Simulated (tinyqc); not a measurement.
Inside a calculation. Method: RHF in the 6-31g basis, for H2, spin multiplicity 1. One step of it, computed by the program tinyqc.

Question. Iteration 1: building the Fock matrix. J_ij = sum D_kl (ij|kl), K_ij = sum D_kl (ik|jl); F = H + J - 0.5 K; E = tr D H + tr D J / 2 - 0.25 tr D K + E_nn.

D at the start, order 1H 1s, 1H 2s, 2H 1s, 2H 2s:
```
[[0.314312, 0.186821, 0.314312, 0.186821],
 [0.186821, 0.111043, 0.186821, 0.111043],
 [0.314312, 0.186821, 0.314312, 0.186821],
 [0.186821, 0.111043, 0.186821, 0.111043]]
```

core Hamiltonian H = T + V (hartree), order 1H 1s, 1H 2s, 2H 1s, 2H 2s:
```
[[-0.801884, -0.835230, -0.501812, -0.609749],
 [-0.835230, -0.867585, -0.609749, -0.744779],
 [-0.501812, -0.609749, -0.801884, -0.835230],
 [-0.609749, -0.744779, -0.835230, -0.867585]]
```

Two-electron integrals (ij|kl) in chemists' order, unique and non-zero (hartree):
```
(11|11) 1.076566   (21|11) 0.578470   (21|21) 0.329423   (22|11) 0.587396
(22|21) 0.361304   (22|22) 0.453150   (31|11) 0.224125   (31|21) 0.130267
(31|22) 0.146762   (31|31) 0.069737   (32|11) 0.251001   (32|21) 0.155813
(32|22) 0.196633   (32|31) 0.090252   (32|32) 0.135106   (33|11) 0.533717
(33|21) 0.340512   (33|22) 0.448611   (33|31) 0.224125   (33|32) 0.362647
(33|33) 1.076566   (41|11) 0.362647   (41|21) 0.207729   (41|22) 0.229951
(41|31) 0.090252   (41|32) 0.110993   (41|33) 0.251001   (41|41) 0.135106
(42|11) 0.416088   (42|21) 0.258264   (42|22) 0.330606   (42|31) 0.120035
(42|32) 0.172212   (42|33) 0.416088   (42|41) 0.172212   (42|42) 0.263572
(43|11) 0.340512   (43|21) 0.215802   (43|22) 0.284466   (43|31) 0.130267
(43|32) 0.207729   (43|33) 0.578470   (43|41) 0.155813   (43|42) 0.258264
(43|43) 0.329423   (44|11) 0.448611   (44|21) 0.284466   (44|22) 0.383053
(44|31) 0.146762   (44|32) 0.229951   (44|33) 0.587396   (44|41) 0.196633
(44|42) 0.330606   (44|43) 0.361304   (44|44) 0.453150
```

nuclear repulsion = 0.54554352 hartree

Give: Coulomb J; exchange K; Fock matrix F; total energy of this density.

Answer.

Coulomb J (hartree), order 1H 1s, 1H 2s, 2H 1s, 2H 2s:
```
[[1.4271, 0.8394, 0.4088, 0.5630],
 [0.8394, 0.9848, 0.5630, 0.7907],
 [0.4088, 0.5630, 1.4271, 0.8394],
 [0.5630, 0.7907, 0.8394, 0.9848]]
```

exchange K (hartree), order 1H 1s, 1H 2s, 2H 1s, 2H 2s:
```
[[1.0329, 0.8310, 0.7049, 0.7364],
 [0.8310, 0.7663, 0.7364, 0.7316],
 [0.7049, 0.7364, 1.0329, 0.8310],
 [0.7364, 0.7316, 0.8310, 0.7663]]
```

Fock matrix F (hartree), order 1H 1s, 1H 2s, 2H 1s, 2H 2s:
```
[[0.1088, -0.4114, -0.4455, -0.4149],
 [-0.4114, -0.2659, -0.4149, -0.3199],
 [-0.4455, -0.4149, 0.1088, -0.4114],
 [-0.4149, -0.3199, -0.4114, -0.2659]]
```

total energy of this density = -1.062791 hartree
